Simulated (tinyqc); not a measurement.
Diffused layer (complementary error function), carriers, mobility and sheet resistance: one step of the calculation.

An n-type layer from the surface x = 0 to the junction xj, N(x) = N0 erfc(x/Ld). Local neutrality (no depletion at surface or junction, no spilling of carriers), intrinsic carriers neglected, full ionisation of active dopants.

Question. Junction depth and local values. erfc(xj/Ld) = Nb/N0; 12 equal steps from 0 to xj. Active dopant A = min(N, Ns); n = A - Nb; mobility mu = m1 + (m2 (T/300 K)^(-bt) - m1)/(1 + ((A + Nb)/Nr)^am).

Parameters, values chosen for the exercise; values close to those of phosphorus in germanium over a p-type background:
- T = 250 K (temperature)
- Nb = 3e15 cm^-3 (background doping of the opposite type)
- N0 = 1.4e18 cm^-3 (peak chemical concentration)
- m1 = 150 cm^2/(V s) (mobility limit at high doping)
- m2 = 3890 cm^2/(V s) (mobility limit at low doping, at 300 K)
- Nr = 2.6e17 cm^-3 (reference doping of the mobility law)
- am = 0.554 (exponent of the mobility law)
- bt = 2 (temperature exponent of m2)
- Ns = 5.11e19 cm^-3 (solubility limit of active dopant)
- Ld = 45 nm (diffusion length 2 sqrt(D t))

Wanted: xj; x; N; A; n; mu.

Answer.

xj = 97.677 nm

```
point	x (nm)	N (cm^-3)	A (cm^-3)	n (1e18 cm^-3)	mu (cm^2/(V s))
0	0.000	1.4000e18	1.4000e18	1.3970	1688.1
1	8.140	1.1173e18	1.1173e18	1.1143	1829.4
2	16.279	8.5249e17	8.5249e17	0.8495	2007.8
3	24.419	6.1996e17	6.1996e17	0.6170	2228.6
4	32.559	4.2868e17	4.2868e17	0.4257	2495.5
5	40.699	2.8124e17	2.8124e17	0.2782	2808.5
6	48.838	1.7475e17	1.7475e17	0.1718	3161.9
7	56.978	1.0269e17	1.0269e17	0.0997	3541.7
8	65.118	5.6996e16	5.6996e16	0.0540	3925.9
9	73.258	2.9849e16	2.9849e16	0.0268	4286.7
10	81.397	1.4736e16	1.4736e16	0.0117	4596.9
11	89.537	6.8527e15	6.8527e15	0.0039	4837.0
12	97.677	3.0000e15	3.0000e15	0.0000	5000.5
```

The mobility runs from 1690 to 5000 cm^2/(V s).

Computed by the program tinyqc: `OMP_NUM_THREADS=1 python tinyqc.py 2110028 2110029 out.jsonl`, one thread of a shared Intel Xeon 2.30GHz, about 0.01 s for the whole run.
